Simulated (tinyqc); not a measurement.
Domain walls in a thin film with perpendicular anisotropy: Bloch, Neel and chiral walls, motion and stripe domains: one step, computed by the program tinyqc. Command: `OMP_NUM_THREADS=1 python tinyqc.py 3017975 3017976 out.jsonl mwall walk`. One thread of a shared host (Intel(R) Xeon(R) Processor @ 2.30GHz), about 0.01 s of CPU time with the checks.

One-dimensional wall: polar angle theta(x), azimuth phi of the moment in the wall (phi = 0 Neel, 90 degrees Bloch). mu_0 = 1.25663706212e-6 T m/A, gamma = 1.76085963023e11 rad/(s T).

Question. Stripe domains. Dipolar length l = sigma/(mu_0 M_s^2); for t much smaller than the period the domain width is w = 0.955 t exp(pi l/t) (Kaplan and Gehring), given as log10 of w in nm.

Inputs (values chosen for the exercise, for a model film): saturation magnetisation M_s = 1100 kA/m; thickness t = 1.8 nm.

wall energy sigma = 7.022506 mJ/m^2

Give: dipolar length l; log10 of the domain width in nm.

Answer.

dipolar length l = 4.618 nm

log10 of the domain width in nm = 3.736

Equilibrium domains are about 5400 nm wide.
